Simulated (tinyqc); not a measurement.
Worked calculation: CIS on RHF in the sto-6g basis, for H4, spin multiplicity 1. One step of it, computed by the program tinyqc.

Question. CIS matrix, singlets. A(ia,jb) = (e_a - e_i) d_ij d_ab + 2 (ia|jb) - (ij|ab).

orbital energies (hartree): MO1 -0.572692, MO2 -0.422502, MO3 0.411244, MO4 0.589394

Two-electron integrals over orbitals (pq|rs), unique and non-zero (hartree):
```
(11|11) 0.456504   (21|21) 0.183248   (22|11) 0.458611   (22|22) 0.468829
(31|31) 0.104075   (32|32) 0.089414   (33|11) 0.446350   (33|22) 0.451305
(33|33) 0.456857   (41|32) 0.087216   (41|41) 0.085100   (42|31) 0.108748
(42|42) 0.116800   (43|21) 0.182382   (43|43) 0.199531   (44|11) 0.453711
(44|22) 0.463543   (44|33) 0.465833   (44|44) 0.478706
```

Give: CIS matrix A, singlet.

Answer.

CIS matrix A, singlet (hartree):
```
        1>3      1>4      2>3     2>4
1>3  0.7457   0.0000   0.0000  0.0351
1>4  0.0000   0.8786  -0.0079  0.0000
2>3  0.0000  -0.0079   0.5613  0.0000
2>4  0.0351   0.0000   0.0000  0.7820
```
